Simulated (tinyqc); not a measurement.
Grain growth, pinning, strength and diffusional creep of a polycrystal or thin film: one step, computed by the program tinyqc.

One mean grain size d describes the structure.

Problem. Yield stress. Hall-Petch term k_y/sqrt(d). Orowan term 3.06 x 0.4 G b ln(2 rbar/b)/(pi lambda sqrt(1 - nu)) with nu = 1/3, rbar = sqrt(2/3) r, lambda = rbar (sqrt(pi/f) - 2). The terms are added to sigma_0.

Inputs (values chosen for the exercise, modelled on copper):
```
quantity,value,unit
shear modulus G,50.1,GPa
Burgers vector b,2.556,angstrom
anneal temperature T,620,K
particle volume fraction f,0.00033,-
particle radius r,4.7,nm
friction stress sigma_0,25,MPa
Hall-Petch slope k_y,0.095,MPa m^0.5
```

Sample: bulk.

grain size d = 491.7020 nm

Give: Hall-Petch term; Orowan term; yield stress.

Solution.

Hall-Petch term = 135.5 MPa

Orowan term = 56.68 MPa

yield stress = 217.2 MPa
